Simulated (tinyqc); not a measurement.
# Rectangular fin or nanosheet with a gate all round, subbands and threshold shift from confinement: two studies

Undoped body with a flat potential across it, hard walls, transport along x. One isotropic valley (g = 1, mx = my = mz = me). Non-parabolicity enters the subband edges through E (1 + al E) = gamma, so E = 2 gamma/(1 + sqrt(1 + 4 al gamma)); motion within a subband is taken as parabolic with the band-edge mass. Energies are counted from the bulk band edge.

Inputs (values chosen for the exercise); masses close to those of InAs: temperature T = 400 K; mass at the band edge me = 0.0233 m0; non-parabolicity al = 2.5 1/eV; width (along y) t = 9.5 nm; widening of the box by penetration into the insulator dl = 0 nm; gate capacitance per area of interface Cg = 1.8 uF/cm^2; height (along z) H = 9.5 nm.

Constants: q = 1.602176634e-19 C, kB = 1.380649e-23 J/K, hbar = 1.054571817e-34 J s, m0 = 9.1093837015e-31 kg, Vt = kB T/q, hbar^2/(2 m0) = 0.0380998212 eV nm^2. Results are converted to the units shown.

Each table varies one quantity; the others keep the values above.

## Confinement against the height

gamma = C pi^2 [a^2/(my (t + dl)^2) + b^2/(mz (H + dl)^2)], C = hbar^2/(2 m0). Each subband has N_k = g sqrt(2 mx m0 kB T/(pi hbar^2)); without degeneracy n = exp(EF/Vt) sum N_k exp(-E_k/Vt). Classical value Nc times t H, Nc = sum over valleys of 2 g (m m0 kB T/(2 pi hbar^2))^1.5 with m = (mx my mz)^(1/3). Threshold shift dVT = Vt ln(classical value/sum N_k exp(-E_k/Vt)). With degeneracy n = sum N_k F((EF - E_k)/Vt), F(x) = (1/sqrt(pi)) int_0^infinity u^(-1/2) du/(1 + exp(u - x)); gate: Vg = EF + q n/(Cg P), P = 2 (t + H), summed over the 60 lowest subbands at most, with Vg counted from the value that would put EF at the bulk band edge of an empty body. The last two columns are for Vg = 0.5 V; sensitivity d(dVT)/dH by central differences between 0.99 and 1.01 times the value.

Confinement against the height:
```
H (nm)	E_1 (meV)	gap to the next edge (meV)	dVT (mV)	sensitivity (mV/nm)	n/P (cm^-2)	share of the lowest subband (%)
5.7	357.0	167.5	274.0	-56.43	5.142e11	93.71
7.5	275.7	188.3	202.3	-27.55	6.776e11	85.57
9.9	221.2	191.2	157.3	-12.41	8.531e11	66.81
13	186.9	127.2	131.8	-5.318	1.007e12	51.35
17	165.9	82.32	117.7	-2.306	1.134e12	39.58
23	151.8	48.67	108.6	-0.9816	1.252e12	29.48
30	144.5	29.93	103.7	-0.5006	1.337e12	22.70
40	139.9	17.36	100.2	-0.2539	1.411e12	17.08
```

As H grows from 5.7 to 40 nm, E_1 falls from 357 to 140 meV and dVT falls from 274 to 100 mV. E_1 goes as H^(-0.94) at the thin end; an error of 0.2 nm moves the threshold by 11 mV in the first row and 0.051 mV in the last. The charge per interface area rises from 5.14e11 to 1.41e12 cm^-2. For H = 9.9, 13, 17, 23, 30, 40 the charge in the last two columns would bend the potential across the body by some 30 mV or more, which is left out.

## Charge and subband filling against gate voltage

Same model as above.

Each subband has N_k = g sqrt(2 mx m0 kB T/(pi hbar^2)). Cq = q dn/dEF.

Result of one run:
```
Vg (V)	EF - E_1 (eV)	n (cm^-1)	n/P (cm^-2)	share of the lowest subband (%)	Cq/(Cg P)	total C/(Cg P)
0.95	0.4580	1.128e7	2.967e12	29.81	1.059	0.5142
```

What becomes of these results when the gate voltage Vg is changed from 0.95 to 1.08 V, all else the same?

Result of the changed run:
```
Vg (V)	EF - E_1 (eV)	n (cm^-1)	n/P (cm^-2)	share of the lowest subband (%)	Cq/(Cg P)	total C/(Cg P)
1.08	0.5198	1.419e7	3.734e12	25.25	1.154	0.5357
```

The whole series:
```
Vg (V)	EF - E_1 (eV)	n (cm^-1)	n/P (cm^-2)	share of the lowest subband (%)	Cq/(Cg P)	total C/(Cg P)
0.08	-0.1481	1.111e4	2.922e9	99.44	0.007475	0.007420
0.21	-0.02492	3.016e5	7.936e10	99.26	0.1565	0.1354
0.33	0.07239	1.271e6	3.343e11	97.09	0.2545	0.2029
0.46	0.1722	2.558e6	6.731e11	79.17	0.4357	0.3035
0.58	0.2485	4.425e6	1.164e12	55.59	0.6434	0.3915
0.7	0.3220	6.411e6	1.687e12	43.84	0.6472	0.3929
0.83	0.3968	8.765e6	2.307e12	35.67	0.8490	0.4592
0.95	0.4580	1.128e7	2.967e12	29.81	1.059	0.5142
1.08	0.5198	1.419e7	3.734e12	25.25	1.154	0.5357
```

EF passes E_1 = 0.228 eV at Vg = 0.240 V. The share of the lowest subband falls from 99.4 to 25.2 % and the total capacitance rises from 0.00742 to 0.536 of Cg P. Between the last two rows 47 % of the added gate voltage goes into raising EF. For Vg = 0.58, 0.7, 0.83, 0.95, 1.08 the charge would bend the potential across the body by some 30 mV or more, which is left out.

Range of the model: Non-parabolicity also makes carriers heavier within each subband, which is left out, so densities of states are understated at high energy.

Numbers from tinyqc (`OMP_NUM_THREADS=1 python tinyqc.py 2350139 2350140 out.jsonl`; about 0.1 s on one thread of a shared Intel Xeon 2.30GHz).
